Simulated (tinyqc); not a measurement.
## Weak link from the transmission

Problem. An infinite chain has hopping -t with t = 0.5 eV and site energy 0; E = -2 t cos(k) with E = -0.74 eV. One bond has the hopping -y t with 0 < y < 1, so T(E) = 4 y^2 sin^2 k/[(1 - y^2)^2 + 4 y^2 sin^2 k]. Find y and the hopping y t.

T(E) = 0.97596340

Answer. With b = |sin k| sqrt(1/T(E) - 1), (1 - y^2)/(2 y) = b, whose root below 1 is sqrt(b^2 + 1) - b.

y = 0.900
y t = 0.450 eV

Program tinyqc, `OMP_NUM_THREADS=1 python tinyqc.py 2660117 2660118 out.jsonl`; Intel Xeon 2.30GHz, shared host, one thread, about 0.03 s.
